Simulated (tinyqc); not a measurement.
Wafer bonding and layer transfer: bond energy, gap closing, particles, bonding of dissimilar wafers and hydrogen blisters: one step, computed by the program tinyqc.

gamma is the energy per area of each of the two surfaces; plates are isotropic.

Task: Bond energy from the blade test. Two cantilevers opened by t_b: gamma = 3 t_b^2 E1 t1^3 E2 t2^3/(16 L^4 (E1 t1^3 + E2 t2^3)).

Inputs (values chosen for the exercise, with wafer 1 close to silicon):

| quantity | value | unit |
|---|---|---|
| Young's modulus E1 | 164 | GPa |
| Young's modulus E2 | 72 | GPa |
| thickness t1 | 725 | micrometre |
| thickness t2 | 1000 | micrometre |
| blade thickness t_b | 150 | micrometre |
| crack length L | 16.9 | mm |

Pair: two different wafers.

Give: bond energy gamma.

Result:

bond energy gamma = 1.730 J/m^2

An error of 5 % in L changes gamma by about 20 %. This nears the fracture energy of the bulk.
